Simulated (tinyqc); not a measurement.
Random telegraph noise from one oxide trap in a small MOSFET: one step of the calculation.

An acceptor-like trap exchanges electrons with the channel. Inversion charge Q = Cox u, u = n Vt W0(exp((Vg - VT)/(n Vt))), W0 the Lambert function, n = nf, Cox = eps0 eox/tox; linear regime Id = (W/L) mu Q Vd. Relative to threshold the surface potential rises by Vt ln(u/u0) and the oxide voltage by the rest of Vg - VT, with u0 = n Vt W0(1).

Task. Trap level, time constants and occupancy. N = Cox u/q; dpsi = Vt ln(u/u0); E = E0 - dpsi - (xt/tox)(Vg - VT - dpsi); capture time tc = 1/[(N/zi) vth s0 exp(-xt/lt - EB/Vt)]; emission time te = tc exp(-E/Vt); occupancy te/(tc + te).

Parameters, values chosen for the exercise; values of the order met in silicon transistors: temperature T = 350 K; relative permittivity of the gate insulator (close to aluminium oxide) eox = 8.9; insulator thickness tox = 4.6 nm; depth of the trap from the channel interface xt = 1.3 nm; trap level above the channel Fermi level at threshold E0 = 0.16 eV; capture prefactor s0 = 9e-16 cm^2; capture barrier (lattice relaxation) EB = 0.19 eV; tunnelling decay length lt = 0.19 nm; thermal velocity vth = 1.5e7 cm/s; thickness of the inversion layer zi = 2.1 nm; threshold voltage VT = 0.45 V; body factor nf = 1.14; gate voltage Vg = 0.82 V.

Constants: q = 1.602176634e-19 C, kB = 1.380649e-23 J/K, Vt = kB T/q, eps0 = 8.8541878128e-14 F/cm where lengths are in cm. Results are converted to the units shown.

Wanted: u; N; dpsi; E; tc; te; occupancy.

Result.

u = 0.29598 V
N = 3.1647e12 cm^-2
dpsi = 0.082033 V
E = -0.0034152 eV
tc = 2.5056e-6 s
te = 2.8060e-6 s
occupancy = 0.52828

The trap lies 0.11 Vt below the Fermi level, so it is filled most of the time.

Range of the model: VT is taken as given; short-channel effects and the uneven flow of current among few electrons are left out.

Numbers from tinyqc (`OMP_NUM_THREADS=1 python tinyqc.py 2710074 2710075 out.jsonl`; about 0.01 s on one thread of a shared Intel Xeon 2.30GHz).
